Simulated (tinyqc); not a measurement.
Physical sputtering: collision-cascade yield, angular dependence, faceting and resputtering in deposition: one step, computed by the program tinyqc.

Ions start collision cascades; atoms that reach the surface with more than U leave. The target is amorphous or fine-grained.

Task: Oblique incidence. Angular law: Y/Y0 = t^f exp(-f cos(a_opt)(t - 1)), t = 1/cos(angle), largest at a_opt. A plane tilted by the angle recedes along the beam at a speed proportional to Y(angle), and along its own normal as Y cos(angle).

Inputs (values chosen for the exercise, modelled on argon ions on tungsten): angular exponent f = 2.2; angle of the largest yield = 70 degrees; angle of incidence = 50 degrees.

yield Y0 = 1.353995 atoms per ion

Give: Y/Y0 at the angle; yield at the angle; normal speed relative to a flat surface; largest Y/Y0.

Result:

Y/Y0 at the angle = 1.740

yield at the angle = 2.357 atoms per ion

normal speed relative to a flat surface = 1.119

largest Y/Y0 = 2.491
